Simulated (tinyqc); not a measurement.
From results to parameters: minimal-basis H2. Computed by the program tinyqc with PySCF.

Problem. For two electrons in the two orbitals of minimal-basis H2, the CIS energies are e2 - e1 - J12 + 2 K12 and e2 - e1 - J12, and E_corr = D - sqrt(D^2 + K12^2) with 2D the energy of the double excitation. Find J12, K12, D, the MP2 energy and the weight of the double excitation.

orbital gap e2 - e1 = 0.28400940 hartree
CIS singlet and triplet energies (hartree): 0.342418  -0.213986
FCI correlation energy = -0.22052309 hartree

Solution. Half the singlet-triplet splitting is K12, the gap less the triplet energy is J12, D = (E_corr^2 - K12^2)/(2 E_corr), MP2 is -K12^2/(2 gap), and the weight is c^2/(1 + c^2) with c = E_corr/K12.

J12, K12, D (hartree): 0.4980  0.2782  0.0652
MP2 correlation energy = -0.13626 hartree
weight of the double excitation = 0.3859
